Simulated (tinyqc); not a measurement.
Inside a calculation. Model: carrier lifetime of a p-type layer with SRH, radiative, Auger and surface recombination.

Program tinyqc, `OMP_NUM_THREADS=1 python tinyqc.py 2300036 2300037 out.jsonl`; Intel Xeon 2.30GHz, shared host, one thread, about 0.01 s. Printed values are rounded.

Uniform excess density dn = dp (no trapping), n = n0 + dn, p = p0 + dn, Boltzmann statistics, full ionisation. Surfaces enter as a rate 2 S dn/d, which holds while diffusion to them is fast.

Values chosen for this exercise; band and dielectric values those of a made-up semiconductor:
```
symbol     value        unit                                      meaning
T            350           K                                  temperature
Eg          1.02          eV                                     band gap
Nc       3.07e19       cm^-3       conduction-band density of states at T
Nv       3.53e19       cm^-3          valence-band density of states at T
B       5.86e-15      cm^3/s                        radiative coefficient
N         2.9e15       cm^-3                             acceptor density
Cn       4.9e-31      cm^6/s            Auger coefficient (two electrons)
Cp       2.8e-31      cm^6/s                Auger coefficient (two holes)
Nt        9.2e12       cm^-3                                 trap density
sn         4e-16        cm^2          capture cross-section for electrons
sp         5e-16        cm^2              capture cross-section for holes
vth        2.4e7        cm/s             thermal velocity (both carriers)
Et          0.81          eV         trap level below the conduction band
S              0        cm/s  surface recombination velocity (both faces)
d             30          um                             sample thickness
G         1.4e17  cm^-3 s^-1                              generation rate
```

Constants: q = 1.602176634e-19 C, kB = 1.380649e-23 J/K, Vt = kB T/q. Results are converted to the units shown.

## Equilibrium densities and SRH constants

ni = sqrt(Nc Nv) exp(-Eg/(2 Vt)), Eg in volts; majority density N/2 + sqrt(N^2/4 + ni^2), n0 p0 = ni^2; n1 = Nc exp(-Et/Vt), p1 = Nv exp((Et - Eg)/Vt); tn0 = 1/(sn vth Nt), tp0 = 1/(sp vth Nt).

ni = 1.492038e12 cm^-3
n0 = 7.676467e8 cm^-3
p0 = 2.900001e15 cm^-3
n1 = 6.662722e7 cm^-3
p1 = 3.341241e16 cm^-3
tn0 = 1.132246e-5 s
tp0 = 9.057971e-6 s

## Starting value

dn = 1e12 cm^-3.

dn at the start = 1e12 cm^-3

## Iteration 1: new dn

With e = n p - ni^2 = dn (n0 + p0 + dn): U_SRH = e/(tp0 (n + n1) + tn0 (p + p1)), U_rad = B e, U_Aug = (Cn n + Cp p) e, U_s = 2 S dn/d. Newton step on ln U(ln dn) = ln G, U the sum: k = d ln U/d ln dn (central difference over factors 1.0001), dn(new) = dn (G/U)^(1/k).

U_SRH = 7.055542e15 cm^-3 s^-1
U_rad = 1.699987e13 cm^-3 s^-1
U_Aug = 2.357849e12 cm^-3 s^-1
U_s = 0 cm^-3 s^-1
k = 1.000296
dn after iteration 1 = 1.977082e13 cm^-3

## Iteration 2: new dn

As before.

U_SRH = 1.402659e17 cm^-3 s^-1
U_rad = 3.382760e14 cm^-3 s^-1
U_Aug = 4.775258e13 cm^-3 s^-1
U_s = 0 cm^-3 s^-1
k = 1.005801
dn after iteration 2 = 1.967970e13 cm^-3

## Course of the iteration

Stop when the step is below 1e-10 of the value, or after 40 iterations.

Course of the iteration:
```
iteration  dn before the step (cm^-3)  step (cm^-3)
1                                1e12       1.88e13
2                         1.977082e13      -9.11e10
3                         1.967970e13       -1.20e6
4                         1.967970e13         < 1e1
```

Converged in 4 iterations.

## Lifetime, shares and quasi-Fermi splitting

converged dn = 1.967970e13 cm^-3

With e = n p - ni^2 = dn (n0 + p0 + dn): U_SRH = e/(tp0 (n + n1) + tn0 (p + p1)), U_rad = B e, U_Aug = (Cn n + Cp p) e, U_s = 2 S dn/d. tau = dn/U, shares of U, splitting Vt ln(n p/ni^2), radiative efficiency U_rad/U.

tau = 1.405693e-4 s
shares (%): SRH 99.72555, radiative 0.24050, Auger 0.03395, surface 0.00000
quasi-Fermi splitting = 0.3063893 V

SRH recombination takes the largest share. dn is 0.0068 times the doping: low injection.
